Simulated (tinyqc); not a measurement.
Interface traps by the conductance method, a continuum of levels: one step of the calculation.

MOS capacitor on an n-type substrate; psi is the band bending, negative in depletion; only majority carriers are counted. The traps exchange electrons with the conduction band; their admittance lies in parallel with Cd, and that pair in series with Cox and Rs. w = 2 pi f.

Question. Extraction from the readings. Ignoring Rs: Gp/w = w Cox^2 Gm/[Gm^2 + w^2 (Cox - Cm)^2].

Cox = 1015.6274 nF/cm^2
Cm = 152.25978 nF/cm^2
Gm/w = 17.031549 nF/cm^2

Wanted: extracted Gp/w.

Answer.

extracted Gp/w = 23.56 nF/cm^2

tinyqc, about 0.02 s, one thread, Intel Xeon 2.30GHz (shared host): `OMP_NUM_THREADS=1 python tinyqc.py 2030131 2030132 out.jsonl`
